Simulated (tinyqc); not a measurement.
# Gate voltage for a given inversion charge

Inverse problem. p-type body, charge-sheet picture, depletion and inversion only, full ionisation (an idealisation for deep acceptors), Boltzmann statistics (rough once Na exp(x - xn) passes about Nc/7). In units of Vt: xg = (Vg - Vfb)/Vt, x = psi/Vt, G = gamma/sqrt(Vt), xn = (2 phiF + Vc)/Vt. The implicit equation is (xg - x)^2 = G^2 [x - 1 + exp(x - xn)] for x above about 3. Cox = eps0 eox/tox. ni = sqrt(Nc Nv) exp(-Eg/(2 Vt)), Eg in volts; phiF = Vt ln(Na/ni); gamma = sqrt(2 q eps0 eps_r Na)/Cox. N_inv = (Cox Vt G/q) [sqrt(x - 1 + exp(x - xn)) - sqrt(x - 1)]. Find x - xn, psi and Vg.

Inputs (values chosen for the exercise); band and dielectric values those of a made-up semiconductor:
```
symbol    value   unit                                                                 meaning
T           400      K                                                             temperature
Eg        0.875     eV                                                                band gap
eps_r      9.94                                                          relative permittivity
Nc      5.33e19  cm^-3                                  conduction-band density of states at T
Nv      4.74e19  cm^-3                                     valence-band density of states at T
eox         3.9         relative permittivity of the gate insulator (close to silicon dioxide)
tox          10     nm                                                     insulator thickness
Na       1.4e18  cm^-3                                                        acceptor density
Vfb       -0.48      V                                                       flat-band voltage
Vc            1      V                                                    channel-body voltage
```

Constants: q = 1.602176634e-19 C, kB = 1.380649e-23 J/K, Vt = kB T/q, eps0 = 8.8541878128e-14 F/cm where lengths are in cm. Results are converted to the units shown.

N_inv = 1.9e11 cm^-2

Answer. N_inv rises steadily with x, so it fixes x; the implicit equation then gives xg directly.

x - xn = 1.30
psi = 1.67 V
Vg = 3.61 V

Program tinyqc, `OMP_NUM_THREADS=1 python tinyqc.py 2122242 2122243 out.jsonl`; Intel Xeon 2.30GHz, shared host, one thread, about 0.01 s.
